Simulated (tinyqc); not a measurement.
Six-transistor SRAM cell, nodal equations and margins: one step of the calculation.

Two cross-coupled inverters (pull-down bn, pull-up bp) hold the nodes Q and QB; access transistors (ba, threshold VTn, gate on the word line at Vdd when selected) join them to the bit lines. Transistor (EKV form, voltages against the body): I = 2 n b Vt^2 [F(vp - Vs) - F(vp - Vd)] from drain to source, F(v) = ln^2(1 + exp(v/(2 Vt))), vp = (Vg - VT + sg |Vd - Vs|)/n. n-channel bodies are at 0; for the p-channel device all voltages are counted down from Vdd. b in uA/V^2 gives I in uA. For an access transistor the bit line is the drain and the node the source. In a read both bit lines are at Vdd. The cell is symmetric (no mismatch).

Question. Node voltages in a read by Newton steps. F1 = In(gate QB, drain Q) - Ip(gate QB, drain Q) - Ia(bit line, Q), F2 the same with Q and QB exchanged; J by central differences with +/- 1e-6 V; solve J d = -F, limit each component to +/- 0.15 V and add.

Inputs (values chosen for the exercise):
- T = 300 K (temperature)
- Vdd = 0.75 V (supply voltage)
- n = 1.44 (slope factor)
- sg = 0.079 (drain-induced barrier lowering)
- VTn = 0.26 V (n-channel threshold)
- VTp = 0.38 V (p-channel threshold (magnitude))
- bn = 180 uA/V^2 (gain factor of the pull-down transistor)
- ba = 120 uA/V^2 (gain factor of the access transistor)
- bp = 81 uA/V^2 (gain factor of the pull-up transistor)

Constants: q = 1.602176634e-19 C, kB = 1.380649e-23 J/K, Vt = kB T/q. Results are converted to the units shown.

(Q, QB) at the start (V): Q 0.29000000, QB 0.35000000

Wanted: F1, F2; J; (Q, QB) after iteration 1.

Answer.

F1, F2 (uA): 0.17214  -0.14458

J (uS):
```
         Q      QB
F1  14.063  16.339
F2  13.169   5.350
```

(Q, QB) after iteration 1 (V): Q 0.31346, QB 0.31927

Numbers from tinyqc (`OMP_NUM_THREADS=1 python tinyqc.py 2340010 2340011 out.jsonl`; about 0.1 s on one thread of a shared Intel Xeon 2.30GHz).
